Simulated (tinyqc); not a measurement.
Capacitances against the space between lines.

Endless row of lines of width wl, height tl and space sl between grounded planes at distance hd; e2 fills the gaps beside the lines, e1 the rest. Laplace's equation is solved on meshes of 3, 6 and 12 steps per unit u and extrapolated (Aitken), which is good to about 0.2 %. C_even (all lines at 1 V) is the capacitance Cg to the planes; C_odd (neighbours in antiphase) = Cg + 4 Cc if only nearest neighbours couple, which defines Cc; total with quiet neighbours Cg + 2 Cc. Plate values 2 eps0 e1 wl/hd and eps0 e2 tl/sl.

Parameters, values chosen for the exercise: relative permittivity above and below the lines e1 = 4.2; relative permittivity between the lines e2 = 2; line width, in units u wl = 6 u; line height tl = 8 u; distance to each plane hd = 6 u.

Constants: eps0 = 8.8541878128e-12 F/m. Results are converted to the units shown.

The same in every row: plate Cg (aF/um) = 74.4.

Result of one run:
columns A: sl (u); B: Cg (aF/um); C: Cc (aF/um); D: Cg + 2 Cc (aF/um); E: C_odd (aF/um); F: plate Cc (aF/um); G: share of coupling, 2 Cc/(Cg + 2 Cc) (%)
```
A    B     C    D    E     F     G
6  132  32.2  197  261  23.6  32.7
```

What becomes of these results when the space between lines sl is changed from 6 to 24 u, all else the same?

Result of the changed run:
columns A: sl (u); B: Cg (aF/um); C: Cc (aF/um); D: Cg + 2 Cc (aF/um); E: C_odd (aF/um); F: plate Cc (aF/um); G: share of coupling, 2 Cc/(Cg + 2 Cc) (%)
```
A     B      C    D    E     F     G
24  177  0.962  179  181  5.90  1.07
```

The whole series:
columns A: sl (u); B: Cg (aF/um); C: Cc (aF/um); D: Cg + 2 Cc (aF/um); E: C_odd (aF/um); F: plate Cc (aF/um); G: share of coupling, 2 Cc/(Cg + 2 Cc) (%)
```
A      B      C    D    E     F     G
2   97.3    103  303  510  70.8  67.9
4    116   52.3  221  326  35.4  47.3
6    132   32.2  197  261  23.6  32.7
8    145   21.0  187  229  17.7  22.5
12   162   9.55  181  200  11.8  10.6
16   171   4.43  180  188  8.85  4.93
24   177  0.962  179  181  5.90  1.07
```

As sl goes from 2 to 24, Cg rises from 97.3 to 177 aF/um, Cc falls from 103 to 0.962 aF/um and the share of coupling falls from 67.9 to 1.07 %. Cg is 1.31 times its plate value in the first row and 2.38 times in the last; for Cc the ratios are 1.46 and 0.163. Neighbours in antiphase raise the load by a factor of 1.68 and 1.01 over quiet ones.

Numbers from tinyqc (`OMP_NUM_THREADS=1 python tinyqc.py 2790226 2790227 out.jsonl`; about 1 s on one thread of a shared Intel Xeon 2.30GHz).
